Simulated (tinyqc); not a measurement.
RKS/exchange-only LDA in the 6-311g basis, for H2, spin multiplicity 1, step by step. One step of it, computed by the program tinyqc.

Problem. Iteration 1: diagonalisation and new density. A level shift of 1 hartree raises the virtual space: F + shift (S - S D(s) S), with D(s) the density of one spin (D/2). Diagonalise F' = X^T F X, C = X C', fill 1 alpha and 1 beta electrons from the bottom; D = 2 C_occ C_occ^T. Each column has its largest component positive (the first on a tie).

Kohn-Sham matrix F (hartree):
```
           1H 1s      1H 2s      1H 3s      2H 1s      2H 2s      2H 3s
1H 1s   0.593585  -0.247620  -0.273179  -0.148880  -0.197918  -0.201224
1H 2s  -0.247620  -0.118060  -0.184233  -0.197918  -0.188284  -0.178907
1H 3s  -0.273179  -0.184233  -0.129882  -0.201224  -0.178907  -0.141583
2H 1s  -0.148880  -0.197918  -0.201224   0.593585  -0.247620  -0.273179
2H 2s  -0.197918  -0.188284  -0.178907  -0.247620  -0.118060  -0.184233
2H 3s  -0.201224  -0.178907  -0.141583  -0.273179  -0.184233  -0.129882
```

X:
```
           1H 1s      1H 2s      1H 3s      2H 1s      2H 2s      2H 3s
1H 1s   1.375428  -0.751301   0.209616   0.043630   0.012344  -0.049546
1H 2s  -0.751301   2.161710  -1.033654   0.012344  -0.321296   0.233635
1H 3s   0.209616  -1.033654   2.219664  -0.049546   0.233635  -1.011317
2H 1s   0.043630   0.012344  -0.049546   1.375428  -0.751301   0.209616
2H 2s   0.012344  -0.321296   0.233635  -0.751301   2.161710  -1.033654
2H 3s  -0.049546   0.233635  -1.011317   0.209616  -1.033654   2.219664
```

D at the start:
```
           1H 1s      1H 2s     1H 3s      2H 1s      2H 2s     2H 3s
1H 1s   0.095702   0.155541  0.098455   0.001345  -0.001090  0.003327
1H 2s   0.155541   0.252907  0.159949  -0.001090  -0.007098  0.002038
1H 3s   0.098455   0.159949  0.101327   0.003327   0.002038  0.005421
2H 1s   0.001345  -0.001090  0.003327   0.095702   0.155541  0.098455
2H 2s  -0.001090  -0.007098  0.002038   0.155541   0.252907  0.159949
2H 3s   0.003327   0.002038  0.005421   0.098455   0.159949  0.101327
```

overlap S:
```
          1H 1s     1H 2s     1H 3s     2H 1s     2H 2s     2H 3s
1H 1s  1.000000  0.706377  0.373664  0.063231  0.231017  0.248008
1H 2s  0.706377  1.000000  0.788963  0.231017  0.494615  0.562956
1H 3s  0.373664  0.788963  1.000000  0.248008  0.562956  0.800938
2H 1s  0.063231  0.231017  0.248008  1.000000  0.706377  0.373664
2H 2s  0.231017  0.494615  0.562956  0.706377  1.000000  0.788963
2H 3s  0.248008  0.562956  0.800938  0.373664  0.788963  1.000000
```

Give: F' = X^T F X; orbital energies; coefficients C; D after iteration 1.

Solution.

F' = X^T F X (hartree):
```
        1       2       3       4       5       6
1   2.340  -1.221  -0.081   0.029  -0.156  -0.154
2  -1.221   1.639  -0.496  -0.156  -0.219  -0.093
3  -0.081  -0.496   0.996  -0.154  -0.093  -0.215
4   0.029  -0.156  -0.154   2.340  -1.221  -0.081
5  -0.156  -0.219  -0.093  -1.221   1.639  -0.496
6  -0.154  -0.093  -0.215  -0.081  -0.496   0.996
```

orbital energies (hartree): MO1 -0.031, MO2 0.802, MO3 1.242, MO4 1.356, MO5 3.221, MO6 3.360

coefficients C:
```
         MO1     MO2     MO3     MO4     MO5     MO6
1H 1s  0.163   0.165  -0.069  -0.102  -1.084  -1.123
1H 2s  0.289   0.419  -0.841  -1.110   1.664   1.223
1H 3s  0.193   0.815   0.893   2.065  -1.063  -0.477
2H 1s  0.163  -0.165  -0.069   0.102   1.084  -1.123
2H 2s  0.289  -0.419  -0.841   1.110  -1.664   1.223
2H 3s  0.193  -0.815   0.893  -2.065   1.063  -0.477
```

D after iteration 1:
```
       1H 1s  1H 2s  1H 3s  2H 1s  2H 2s  2H 3s
1H 1s  0.053  0.095  0.063  0.053  0.095  0.063
1H 2s  0.095  0.168  0.112  0.095  0.168  0.112
1H 3s  0.063  0.112  0.075  0.063  0.112  0.075
2H 1s  0.053  0.095  0.063  0.053  0.095  0.063
2H 2s  0.095  0.168  0.112  0.095  0.168  0.112
2H 3s  0.063  0.112  0.075  0.063  0.112  0.075
```
